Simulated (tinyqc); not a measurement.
From Delta(T) back to temperature T: BCS gap equation with a constant attraction inside the Debye window. Computed by tinyqc, a small Python program. Command: `OMP_NUM_THREADS=1 python tinyqc.py 3016394 3016395 out.jsonl bcs inv`. One thread of a shared host (Intel(R) Xeon(R) Processor @ 2.30GHz), about 0.02 s of CPU time with the checks.

Pairs attract with strength V for |xi| < k_B Theta; N(0) is the density of states for one spin. Energies are given as temperatures (E/k_B, in K) unless marked.

Inputs (values chosen for the exercise, modelled on niobium): coupling N(0)V = 0.283; Debye temperature Theta = 277 K.

Solver: secant.

Method. Gap equation: 1/(N(0)V) = I(Delta, T) = int_0^Theta tanh(E/2T)/E d xi, E = sqrt(xi^2 + Delta^2); 64 Gauss-Legendre points in y with xi = max(Delta, T) sinh(y). Residual r = N(0)V I - 1, with Delta_0 = Theta/sinh(1/(N(0)V)). Secant steps in Delta^2, from Delta_0 and 0.9 Delta_0, with Delta^2 kept at or above 1e-6 K^2. Stop when |r| < 1e-9 or after 40 steps.

Question. A run gave the result below. Find the temperature T, known to lie between 3.7 and 7.1 K.

Delta(T) = 15.80928 K

Answer.

Each step takes the trial c = (a f_b - b f_a)/(f_b - f_a), f being the result less the target and a, b, c the logarithms of the listed values; c replaces end b, the old b replaces a if the sign of f changed, and otherwise f_a is halved.

Scan of the range:

| temperature T (K) | Delta(T) (K) |
|---|---|
| 3.70 | 15.9384 |
| 4.12 | 15.7635 |
| 4.60 | 15.4844 |
| 5.13 | 15.0636 |
| 5.71 | 14.4459 |
| 6.37 | 13.5045 |
| 7.10 | 12.0858 |

False position (Illinois rule, in the logarithm of the input) inside the bracket:

| step | end a | end b | trial | Delta(T) (K) |
|---|---|---|---|---|
| 1 | 3.70000 | 4.12000 | 4.00566 | 15.8171 |
| 2 | 4.12000 | 4.00566 | 4.02217 | 15.8097 |
| 3 | 4.12000 | 4.02217 | 4.02375 | 15.8089 |
| 4 | 4.02217 | 4.02375 | 4.02301 | 15.8093 |
| 5 | 4.02375 | 4.02301 | 4.02301 | 15.8093 |

Delta(T) falls at every point of a 13-point scan of the range (every second point is shown), so one value fits; it is bracketed by 3.70 and 4.12. Answer: temperature T = 4.023 K.
